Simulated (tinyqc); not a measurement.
Area and perimeter leakage from two diodes.

Inverse problem. A square diode and a finger diode leak I = JA area + JP perimeter. Find JA, JP and the side of the square at which both parts are equal.

areas (um^2): 90000  29000
perimeters (um): 1200  11890
leakage currents (pA): 54.117600  18.565220

Solution. Two linear equations give JA and JP; for a square of side a, JA a^2 = 4 JP a at a = 4 JP/JA.

JA = 6.00e-8 A/cm^2
JP = 9.80e-13 A/cm
side for equal parts = 0.653 um

Program tinyqc, `OMP_NUM_THREADS=1 python tinyqc.py 2290137 2290138 out.jsonl`; Intel Xeon 2.30GHz, shared host, one thread, about 0.01 s.
